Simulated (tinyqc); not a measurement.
Worked calculation: valley splitting in a one-orbital chain of atomic planes (second-neighbour model). Values are carried at full precision from step to step, so a last printed digit may differ when a step is redone from the rounded ones.

Each (001) plane carries one orbital with energy e0, hopping v to the next plane and u to the second: E(phi) = e0 + 2 v cos(phi) + 2 u cos(2 phi), where phi = pi - k a/4 (the sign of every second orbital is chosen so that v > 0, which shifts the phase by pi). The minimum lies at cos(phi0) = -v/(4u), phi0 = pi - (pi/2) k0 for a valley at k0 (2 pi/a), and e0 puts it at zero. A slab of N planes has hard walls: the matrix simply ends.

Constants: hbar^2/2m0 = 3.80998211 eV angstrom^2.

Inputs chosen for the exercise (near those of the Delta valleys of silicon; abrupt walls in this chain split the valleys several times more than measured wells; shifted at random, so the results belong to these values and not to a real crystal): a = 5.431 angstrom (lattice constant; planes lie a/4 apart); k0 = 0.804 2 pi/a (position of the valley); ml = 0.932 m0 (longitudinal mass); N = 7 (planes in the small slab).

## Hoppings from the valley position and mass

The curvature at the minimum is d2E/dphi2 = 8 u sin^2(phi0) = (2c/ml)/(a/4)^2 with c = hbar^2/2m0; v = -4 u cos(phi0); e0 = 2u + v^2/(4u).

phi0 = 1.87867 rad
u = 0.61044 eV
v = 0.73994 eV
e0 = 1.44510 eV

## The bulk band

E at phi = j pi/10.

Band:
```
phi/pi  E (eV)
0.0     4.1458
0.1     3.8402
0.2     3.0196
0.3     1.9377
0.4     0.9147
0.5     0.2242
0.6     0.0001
0.7     0.1980
0.8     0.6251
0.9     1.0254
1.0     1.1861
```

## Hamiltonian of the slab

e0 on the diagonal, v and u on the first and second off-diagonals.

H (eV), lower triangle:
```
        1       2       3       4       5       6       7
1  1.4451
2  0.7399  1.4451
3  0.6104  0.7399  1.4451
4       0  0.6104  0.7399  1.4451
5       0       0  0.6104  0.7399  1.4451
6       0       0       0  0.6104  0.7399  1.4451
7       0       0       0       0  0.6104  0.7399  1.4451
```

## Levels and the valley doublet

Diagonalise H. The two lowest levels are the doublet made from the valleys at +k0 and -k0; give their splitting, the weights of the lowest state, and its parity under reversal of the planes.

levels (eV): 0.2083  0.3231  0.7216  0.9620  1.4899  2.6802  3.7306

splitting = 114.74 meV

weights on the planes: 0.111  0.148  0.043  0.395  0.043  0.148  0.111

parity of the lowest state: even

The mean of the doublet lies 0.2657 eV above the bulk minimum, and level 3 lies 0.4559 eV above that mean; the weights oscillate from plane to plane because the two valleys interfere.

## Checks

- Mean of the doublet for 400 planes against the effective-mass level with W = 402 a/4 (meV): both 0.1354.

Computed by tinyqc, a small Python program: `OMP_NUM_THREADS=1 python tinyqc.py 1482679 1482680 out.jsonl` (the numbers bound the seed that draws the inputs); one thread of a shared host (Intel(R) Xeon(R) Processor @ 2.30GHz), about 0.01 s for the whole set of steps.
